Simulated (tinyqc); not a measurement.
Hall factor, magnetoresistance and optical conductivity for a power-law relaxation time: one step, computed by the program tinyqc.

One spherical parabolic band, tau(E) = tau_0 x^s with x = E/(k_B T). Landau quantisation is left out.

Problem. Response at frequency f. <y> = int y x^(3/2) f (1 - f) dx / int x^(3/2) f (1 - f) dx, f = 1/(1 + exp(x - eta)). Integrals over x = E/(k_B T) use 160 Gauss-Legendre points in u = sqrt(x) from 0 to sqrt(max(eta, 0) + 45). sigma(w) = (n e^2/m) <tau/(1 - i w tau)>, w = 2 pi f; eps = eps_inf + i sigma/(eps_0 w); N = sqrt(eps); absorption coefficient 2 w Im N/c; reflectivity |(N - 1)/(N + 1)|^2; plasma frequency sqrt(n e^2/(eps_inf eps_0 m))/(2 pi).

Inputs (values chosen for the exercise, with a mass close to that of electrons in GaN):

| quantity | value | unit |
|---|---|---|
| effective mass m | 0.19 | m_0 |
| exponent s | 1.5 | - |
| tau_0 | 100 | fs |
| reduced Fermi level eta | 0.011 | - |
| temperature T | 400 | K |
| frequency f | 4.2 | THz |
| background permittivity eps_inf | 14.8 | - |

density n = 2.469612e+18 1/cm^3

Constants: e = 1.602176634e-19 C; m_0 = 9.1093837015e-31 kg; eps_0 = 8.8541878128e-12 F/m; c = 299792458 m/s.

Give: sigma(w); permittivity; refractive index; absorption coefficient; reflectivity; plasma frequency.

Solution.

sigma(w) = 18.3+132.5i S/cm

permittivity = -41.89+7.85i

refractive index = 0.604+6.500i

absorption coefficient = 11444 1/cm

reflectivity = 0.9461

plasma frequency = 8.414 THz
